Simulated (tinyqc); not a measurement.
Worked calculation: deep trap from a strong local potential in a two-band host (Koster-Slater model with semi-elliptic bands). Computed by tinyqc, a small Python program that keeps every step. Command: `OMP_NUM_THREADS=1 python tinyqc.py 3026718 3026719 out.jsonl deeptrap walk`. One thread of a shared host (Intel(R) Xeon(R) Processor @ 2.30GHz), about 0.03 s of CPU time with the checks. Intermediate numbers are printed to about 6 digits and carried at full precision; extremes and crossings named in words are read from the listed rows.

The valence band spans -2 W_v to 0 and the conduction band E_g to E_g + 2 W_c. The orbital at the impurity site has weight f_v in the valence band and 1 - f_v in the conduction band, each spread as a semi-ellipse (2/(pi W^2)) sqrt(W^2 - x^2) about the band centre. The impurity adds U to this orbital. Spin is left out.

Inputs (values chosen for the exercise, with a gap close to that of GaSb):
```
quantity                                value  unit
gap E_g                                 0.736    eV
half-width of the valence band W_v        2.6    eV
half-width of the conduction band W_c     2.3    eV
valence weight f_v of the site orbital   0.41     -
impurity potential U                    -5.93    eV
levels per band n                           4     -
trial energy E                          0.169    eV
```

Impurity: attractive, donor-like.

## Green function at the trial energy

In the gap G(E) = f_v (2/W_v^2)[x - sqrt(x^2 - W_v^2)] - (1 - f_v)(2/W_c^2)[y - sqrt(y^2 - W_c^2)], x = E + W_v, y = E_g + W_c - E. The potential that would put a level at E is U = 1/G(E).

valence part = 0.220338 1/eV

conduction part = -0.257719 1/eV

G(E) = -0.0373808 1/eV

potential needed = -26.7517 eV

## Thresholds and the vacancy level

G falls across the gap from G(0) to G(E_g). A repulsive U binds if U > 1/G(0), an attractive one if U < 1/G(E_g); the vacancy level (U infinite) solves G(E) = 0 (bisection).

G(0) = 0.0802190 1/eV

G(E_g) = -0.361925 1/eV

repulsive threshold = 12.4659 eV

attractive threshold = -2.76301 eV

vacancy level = 0.0821172 eV

## The trap level

The trap level solves G(E) = 1/U (bisection). With D = -dG/dE = D_v + D_c, D_v = f_v (2/W_v^2)[x/sqrt(x^2 - W_v^2) - 1] and D_c = (1 - f_v)(2/W_c^2)[y/sqrt(y^2 - W_c^2) - 1], the weight on the impurity orbital is 1/(U^2 D) and the conduction-band character is D_c/D.

trap level E_t = 0.529709 eV

weight on the impurity orbital = 0.0653730

conduction-band character = 0.777903

depth below the conduction band = 0.206291 eV

The level comes down from the conduction band and has covered 32 % of the way to the vacancy level, which it can never pass; 93 % of the state lies on host orbitals.

## The same problem as a small matrix

Each band is replaced by n levels e_k = centre + W cos(k pi/(n + 1)) with weights w_k = f (2/(n + 1)) sin^2(k pi/(n + 1)), k = 1..n (valence first); H_kl = e_k delta_kl + U sqrt(w_k w_l).

host levels e_k (eV): -0.49656  -1.79656  -3.40344  -4.70344  4.89674  3.74674  2.32526  1.17526

weights w_k: 0.056661  0.148339  0.148339  0.056661  0.081536  0.213464  0.213464  0.081536

H (eV):
```
          1         2         3         4         5         6         7         8
1  -0.83255  -0.54366  -0.54366  -0.33600  -0.40306  -0.65217  -0.65217  -0.40306
2  -0.54366  -2.67621  -0.87965  -0.54366  -0.65217  -1.05523  -1.05523  -0.65217
3  -0.54366  -0.87965  -4.28310  -0.54366  -0.65217  -1.05523  -1.05523  -0.65217
4  -0.33600  -0.54366  -0.54366  -5.03944  -0.40306  -0.65217  -0.65217  -0.40306
5  -0.40306  -0.65217  -0.65217  -0.40306   4.41323  -0.78233  -0.78233  -0.48351
6  -0.65217  -1.05523  -1.05523  -0.65217  -0.78233   2.48090  -1.26584  -0.78233
7  -0.65217  -1.05523  -1.05523  -0.65217  -0.78233  -1.26584   1.05942  -0.78233
8  -0.40306  -0.65217  -0.65217  -0.40306  -0.48351  -0.78233  -0.78233   0.69175
```

## Levels of the small matrix

Diagonalise H (2n rows). The trap level, between the highest valence and the lowest conduction e_k, is number n + 1 from below for an attractive impurity and number n for a repulsive one.

levels (eV): -6.83919  -4.32218  -2.48543  -0.76584  0.54517  1.65550  3.27740  4.74857

trap level of the matrix = 0.545173 eV

It misses the Green-function level by +0.0155 eV. The lone level at -6.84 eV is the hyperdeep partner, which holds a large part of the impurity orbital.

## Chemical trend: level against potential

U is 1.05, 1.2, 1.5, 2, 3, 5, 10 and 30 times the threshold, rounded to three digits; the largest values are formal and only show the vacancy limit.

Trend:
```
U (eV)  E_t (eV)  weight on the impurity  conduction character  E_t - vacancy level (eV)
-2.90   0.734694               0.0183765              0.988808                  0.652576
-3.32   0.718539               0.0542815              0.955785                  0.636421
-4.14   0.661883               0.0771491              0.894780                  0.579766
-5.53   0.556794               0.0700092              0.801789                  0.474677
-8.29   0.406336               0.0407154              0.663350                  0.324219
-13.80  0.266870               0.0152603              0.515809                  0.184753
-27.60  0.166000               0.0034180              0.390211                  0.083883
-82.90  0.107462               0.0003227              0.304501                  0.025345
```

dE_t/dU equals the weight on the impurity, which peaks at 0.077 (U = -4.14 eV) and falls to 3.2e-4 in the last row, so beyond the peak each further eV of potential moves the level less. The level nears the vacancy level, 0.082 eV, as 1/U: it is 0.084 eV away at 10 times the threshold and 0.025 eV at 30 times, and the state is then host-like.

## Opening the gap, as alloying or pressure does

The conduction band is shifted rigidly; widths, weights and U stay.

Against the gap:
```
E_g (eV)  E_t (eV)  depth below E_c (eV)  conduction character
0.368     0.249739              0.118261              0.740378
0.478     0.331948              0.146052              0.753852
0.589     0.416270              0.172730              0.765154
0.662     0.472370              0.189630              0.771742
0.736     0.529709              0.206291              0.777903
0.846     0.615748              0.230252              0.786297
0.957     0.703462              0.253538              0.794026
1.180     0.882108              0.297892              0.807847
```

As the conduction band moves up by 0.812 eV the level follows by 0.632 eV, a mean slope of 0.78; the local slope is the conduction character. A shallow donor would follow with slope 1 and a shallow acceptor with slope 0.

Checks made by the program: closed form against a 4000-point quadrature of the densities of states (relative difference below 1e-10); 200 levels per band against the Green function (relative difference below 1e-10).
